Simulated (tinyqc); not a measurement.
Surface potential of a MOS transistor: implicit equation and explicit approximations: one step of the calculation.

p-type body, charge-sheet picture, depletion and inversion only, full ionisation (an idealisation for deep acceptors), Boltzmann statistics (rough once Na exp(x - xn) passes about Nc/7). In units of Vt: xg = (Vg - Vfb)/Vt, x = psi/Vt, G = gamma/sqrt(Vt), xn = (2 phiF + Vc)/Vt. The implicit equation is (xg - x)^2 = G^2 [x - 1 + exp(x - xn)] for x above about 3. Cox = eps0 eox/tox.

Problem. Scales. ni = sqrt(Nc Nv) exp(-Eg/(2 Vt)), Eg in volts; phiF = Vt ln(Na/ni); gamma = sqrt(2 q eps0 eps_r Na)/Cox; VT = Vfb + Vt (xn + G sqrt(xn - 1)).

Inputs (values chosen for the exercise); band and dielectric values close to those of silicon:

| symbol | value | unit | meaning |
|---|---|---|---|
| T | 250 | K | temperature |
| Eg | 1.12 | eV | band gap |
| eps_r | 11.5 |  | relative permittivity |
| Nc | 2.15e19 | cm^-3 | conduction-band density of states at T |
| Nv | 2.02e19 | cm^-3 | valence-band density of states at T |
| eox | 3.9 |  | relative permittivity of the gate insulator (close to silicon dioxide) |
| tox | 2.2 | nm | insulator thickness |
| Na | 3.2e16 | cm^-3 | acceptor density |
| Vfb | -0.36 | V | flat-band voltage |
| Vc | 0.2 | V | channel-body voltage |
| Vg | 1.4 | V | gate-body voltage |

Constants: q = 1.602176634e-19 C, kB = 1.380649e-23 J/K, Vt = kB T/q, eps0 = 8.8541878128e-14 F/cm where lengths are in cm. Results are converted to the units shown.

Wanted: phiF; gamma; G; xn; VT; xg.

Solution.

phiF = 0.42042 V
gamma = 0.065100 V^0.5
G = 0.44353
xn = 48.314
VT = 0.74657 V
xg = 81.696

Range of the model: The electron quasi-Fermi level lies less than 2 Vt below the band edge at the surface, or above it, where degeneracy and confinement, left out, matter.

Numbers from tinyqc (`OMP_NUM_THREADS=1 python tinyqc.py 2122102 2122103 out.jsonl`; about 0.01 s on one thread of a shared Intel Xeon 2.30GHz).
